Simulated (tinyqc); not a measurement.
Landau-Devonshire theory of a uniaxial ferroelectric: one step, computed by the program tinyqc. Command: `OMP_NUM_THREADS=1 python tinyqc.py 3017478 3017479 out.jsonl ferro walk`. One thread of a shared host (Intel(R) Xeon(R) Processor @ 2.30GHz), about 0.01 s of CPU time with the checks.

G(P) = (alpha/2) P^2 + (beta*/4) P^4 + (gamma/6) P^6 - E P per volume, SI units, one domain, P along the polar axis, which is normal to the film.

Task: Coefficients at T. alpha = alpha_0 (T - T0*), with clamping: T0* = T0 + 4 Q12 u_m/(alpha_0 (s11 + s12)), beta* = beta + 4 Q12^2/(s11 + s12).

Inputs (values chosen for the exercise, for a model ferroelectric): alpha_0 = 1.5e+06 J m/(C^2 K); Curie-Weiss temperature T0 = 790 K; beta = -4.78e+09 J m^5/C^4; temperature T = 719 K; misfit strain u_m = -0.013; electrostriction Q12 = -0.029 m^4/C^2; compliance s11 + s12 = 8.7e-12 m^2/N.

Sample: epitaxial film.

Give: T0*; alpha; beta*.

Result:

T0* = 905.56 K

alpha = -2.7983e+08 J m/C^2

beta* = -4.3933e+09 J m^5/C^4

Compression raises T0 by 116 K. beta* < 0: the transition is of first order.
